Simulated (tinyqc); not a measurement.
Worked calculation: Pariser-Parr-Pople SCF with singles CI, for the molecule Fc1coc2ccncc12 (SMILES; centres numbered as the heavy atoms are written). One step of it, computed by the program tinyqc.

Task: Iteration 2: orbitals and new P. Diagonalise F (the basis is taken as orthonormal) and form P = 2 sum c c over the lowest orbitals.

F (eV):
```
             1F         2C         3C          4O         5C         6C         7C         8N
1F   -17.932629  -2.603591   0.391962   -0.087759  -0.028617   0.027376   0.011403  -0.059453
2C    -2.603591  -5.777821  -4.280388    0.516825   0.150562  -0.084266  -0.056782   0.183840
3C     0.391962  -4.280388  -6.123919   -3.244423   0.657356   0.042378  -0.222862  -0.009582
4O    -0.087759   0.516825  -3.244423  -12.838344  -3.283109   0.268939   0.176986  -0.146940
5C    -0.028617   0.150562   0.657356   -3.283109  -6.015001  -3.709539  -0.015634   0.459804
6C     0.027376  -0.084266   0.042378    0.268939  -3.709539  -5.655466  -4.083721   0.074791
7C     0.011403  -0.056782  -0.222862    0.176986  -0.015634  -4.083721  -5.232482  -3.897542
8N    -0.059453   0.183840  -0.009582   -0.146940   0.459804   0.074791  -3.897542  -7.626646
9C     0.054943  -0.038354   0.261145   -0.054732  -0.152737   0.610624   0.141000  -4.209075
10C    0.205966  -3.474503   0.030826    0.419264  -3.675147  -0.037803   0.464055   0.083380

            9C        10C
1F    0.054943   0.205966
2C   -0.038354  -3.474503
3C    0.261145   0.030826
4O   -0.054732   0.419264
5C   -0.152737  -3.675147
6C    0.610624  -0.037803
7C    0.141000   0.464055
8N   -4.209075   0.083380
9C   -5.329969  -3.671809
10C  -3.671809  -5.751214
```

pi electrons, sum of z_r less the charge = 12

Give: orbital energies; P after iteration 2.

Result:

orbital energies (eV): -18.5210  -15.4480  -13.1562  -11.0500  -10.3835  -9.0788  -1.5703  -1.2130  0.2599  1.8775

P after iteration 2:
```
          1F       2C       3C       4O       5C       6C       7C       8N
1F    1.9719   0.1639  -0.1446   0.0401   0.0105  -0.0123  -0.0060   0.0252
2C    0.1639   1.0377   0.8247  -0.2225  -0.0793   0.0510   0.0444  -0.1105
3C   -0.1446   0.8247   1.0753   0.3705  -0.3017  -0.0321   0.1697   0.0186
4O    0.0401  -0.2225   0.3705   1.7769   0.3771  -0.1279  -0.1036   0.0937
5C    0.0105  -0.0793  -0.3017   0.3771   1.0016   0.5855   0.0296  -0.2653
6C   -0.0123   0.0510  -0.0321  -0.1279   0.5855   1.0440   0.7172  -0.0383
7C   -0.0060   0.0444   0.1697  -0.1036   0.0296   0.7172   0.9171   0.5959
8N    0.0252  -0.1105   0.0186   0.0937  -0.2653  -0.0383   0.5959   1.2403
9C   -0.0155   0.0117  -0.1846   0.0302   0.0816  -0.3447  -0.0848   0.7009
10C  -0.0697   0.4678  -0.0271  -0.1707   0.5828   0.0219  -0.2722  -0.0463

          9C      10C
1F   -0.0155  -0.0697
2C    0.0117   0.4678
3C   -0.1846  -0.0271
4O    0.0302  -0.1707
5C    0.0816   0.5828
6C   -0.3447   0.0219
7C   -0.0848  -0.2722
8N    0.7009  -0.0463
9C    0.8849   0.5723
10C   0.5723   1.0503
```
